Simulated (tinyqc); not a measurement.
# Internal photoemission over an interface barrier: threshold and yield against field

Electrons are excited from a metal over the barrier Phi(F) = P0 - sqrt(q F/(4 pi eps0 ei)), whose top lies at xm = sqrt(q/(16 pi eps0 ei F)). The yield is Y = A (hv - Phi)^p exp(-xm/l), with A = 1 here.

The yield is taken at hv = 3.27 eV.

Inputs (values chosen for the exercise); dielectric values close to those of silicon dioxide:
```
symbol,value,unit,meaning
P0,2.97,eV,barrier at zero field
ei,2.31,,image-force permittivity
p,2,,exponent of the yield
l,2.9,nm,scattering length in the image well
```

Constants: q = 1.602176634e-19 C, eps0 = 8.8541878128e-14 F/cm where lengths are in cm. Results are converted to the units shown.

Result of one run:
```
sqrt(F) ((MV/cm)^0.5),Phi (eV),xm (nm),Y
0.5916,2.822,2.110,0.09682
```

Which field in the dielectric F gave this result: 0.1, 0.35, 0.64, 1.2 or 3.9 MV/cm?

F = 0.35 MV/cm.

The whole series:
```
F (MV/cm),sqrt(F) ((MV/cm)^0.5),Phi (eV),xm (nm),Y
0.1,0.3162,2.891,3.948,0.03681
0.19,0.4359,2.861,2.864,0.06226
0.35,0.5916,2.822,2.110,0.09682
0.64,0.8000,2.770,1.560,0.1458
1.2,1.095,2.696,1.140,0.2220
2.1,1.449,2.608,0.8615,0.3254
3.9,1.975,2.477,0.6321,0.5058
7.2,2.683,2.300,0.4652,0.8013
```

Phi is linear in sqrt(F) with slope -0.250 eV and intercept P0 = 2.97 eV. The yield grows by a factor of 21.8, of which 3.32 comes from less scattering, as xm shrinks from 3.95 to 0.465 nm, and the rest from the lower barrier.

Program tinyqc, `OMP_NUM_THREADS=1 python tinyqc.py 2410027 2410028 out.jsonl`; Intel Xeon 2.30GHz, shared host, one thread, about 0.01 s.
